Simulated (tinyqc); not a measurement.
Scattering rates of a carrier in a spherical band by Fermi's golden rule: one step, computed by the program tinyqc. Command: `OMP_NUM_THREADS=1 python tinyqc.py 3010184 3010185 out.jsonl scatter walk`. One thread of a shared host (Intel(R) Xeon(R) Processor @ 2.30GHz), about 0.01 s of CPU time with the checks.

All processes here are isotropic or elastic, and the rate listed is the momentum relaxation rate.

Question. Acoustic phonons. Parabolic band: E = hbar^2 k^2/(2 m), speed v = hbar k/m, states per spin, volume and energy g(E) = m k/(2 pi^2 hbar^2). Masses are multiplied by m_0 and all formulas are in SI units. Acoustic deformation potential (elastic, equipartition, absorption and emission together): 1/tau = 2 pi k_B T D_A^2 g(E)/(hbar rho v_l^2).

Inputs (values chosen for the exercise, for a model non-polar semiconductor):
```
quantity,value,unit
density-of-states mass of one valley m,0.14,m_0
density rho,6040,kg/m^3
sound velocity v_l,10200,m/s
acoustic deformation potential D_A,4.9,eV
temperature T,400,K
carrier energy E,45,meV
```

Crystal: non-polar. Band: parabolic. Impurity formula: Conwell-Weisskopf. Further scattering: neutral impurities.

Constants: k_B = 1.380649e-23 J/K; e = 1.602176634e-19 C; hbar = 1.054571817e-34 J s; m_0 = 9.1093837015e-31 kg.

Give: acoustic rate.

Answer.

acoustic rate = 7.6237e+10 1/s
